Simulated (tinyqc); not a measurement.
# Surface potential of a MOS transistor: implicit equation and explicit approximations, step by step

Program tinyqc, `OMP_NUM_THREADS=1 python tinyqc.py 2122016 2122017 out.jsonl`; Intel Xeon 2.30GHz, shared host, one thread, about 0.01 s. Printed values are rounded.

p-type body, charge-sheet picture, depletion and inversion only, full ionisation (an idealisation for deep acceptors), Boltzmann statistics (rough once Na exp(x - xn) passes about Nc/7). In units of Vt: xg = (Vg - Vfb)/Vt, x = psi/Vt, G = gamma/sqrt(Vt), xn = (2 phiF + Vc)/Vt. The implicit equation is (xg - x)^2 = G^2 [x - 1 + exp(x - xn)] for x above about 3. Cox = eps0 eox/tox.

Inputs (values chosen for the exercise); band and dielectric values close to those of silicon:
```
symbol    value   unit                                                                 meaning
T           350      K                                                             temperature
Eg         1.11     eV                                                                band gap
eps_r      11.5                                                          relative permittivity
Nc      3.59e19  cm^-3                                  conduction-band density of states at T
Nv      3.35e19  cm^-3                                     valence-band density of states at T
eox         3.9         relative permittivity of the gate insulator (close to silicon dioxide)
tox         1.8     nm                                                     insulator thickness
Na       3.2e16  cm^-3                                                        acceptor density
Vfb       -0.57      V                                                       flat-band voltage
Vc          0.2      V                                                    channel-body voltage
Vg         1.26      V                                                       gate-body voltage
```

Constants: q = 1.602176634e-19 C, kB = 1.380649e-23 J/K, Vt = kB T/q, eps0 = 8.8541878128e-14 F/cm where lengths are in cm. Results are converted to the units shown.

Range of the model: The electron quasi-Fermi level lies less than 2 Vt below the band edge at the surface, or above it, where degeneracy and confinement, left out, matter.

## Scales

ni = sqrt(Nc Nv) exp(-Eg/(2 Vt)), Eg in volts; phiF = Vt ln(Na/ni); gamma = sqrt(2 q eps0 eps_r Na)/Cox; VT = Vfb + Vt (xn + G sqrt(xn - 1)).

phiF = 0.344232 V
gamma = 0.0532632 V^0.5
G = 0.306695
xn = 29.4577
VT = 0.367810 V
xg = 60.6751

## Explicit approximation

Depletion value a = 1 + [sqrt(G^2/4 + xg - 1) - G/2]^2; inversion value b = xn + ln[(xg - xn)^2/G^2 - xn + 1] and first guess y = min(a, b) - ln(1 + exp(-|a - b|)) if a > xn + 1, else b = y = a; one second-order correction with D = exp(y - xn), p = 2 (xg - y) + G^2 (1 + D), w = (xg - y)^2 - G^2 (y - 1 + D): z = y + 2 w/(p + sqrt(p^2 - 2 (2 - G^2 D) w)), or the Newton step z = y + w/p where the root is not real.

a = 58.3524
b = 38.7007
y = 38.7007
p = 1015.89
w = -492.520
z = 37.9388

The root of the implicit equation is x = 38.0526; y misses it by 0.65 and z by -0.11, in units of Vt.

## Starting value

x = y rounded to two decimals.

x at the start = 38.7

## Iteration 1: new x

D = exp(x - xn), f = (xg - x)^2 - G^2 (x - 1 + D), f' = -2 (xg - x) - G^2 (1 + D), x(new) = x - f/f'.

D = 10324.4
f = -491.780
f' = -1015.18
x after iteration 1 = 38.2156

## Iteration 2: new x

As before.

D = 6360.37
f = -97.3419
f' = -643.282
x after iteration 2 = 38.0643

## Iteration 3: new x

As before.

D = 5467.20
f = -6.49386
f' = -559.571
x after iteration 3 = 38.0526

## Course of the iteration

Stop when the step is below 1e-11, or after 60 iterations.

Course of the iteration:
```
iteration  x before the step      step
1                       38.7    -0.484
2                    38.2156    -0.151
3                    38.0643   -0.0116
4                    38.0526  -6.21e-5
5                    38.0526  -1.76e-9
6                    38.0526         0
```

Converged in 6 iterations.

## Potential, charges and gate control

converged x = 38.0526

psi = Vt x; N_dep = Cox Vt G sqrt(x - 1)/q; N_inv = (Cox Vt G/q) [sqrt(x - 1 + exp(x - xn)) - sqrt(x - 1)]; dpsi/dVg = 1/[1 + G^2 (1 + exp(x - xn))/(2 (xg - x))].

psi = 1.14769 V
N_dep = 6.74199e11 cm^-2
N_inv = 7.4956e12 cm^-2
dpsi/dVg = 0.0817242

psi lies 8.6 Vt above 2 phiF + Vc.
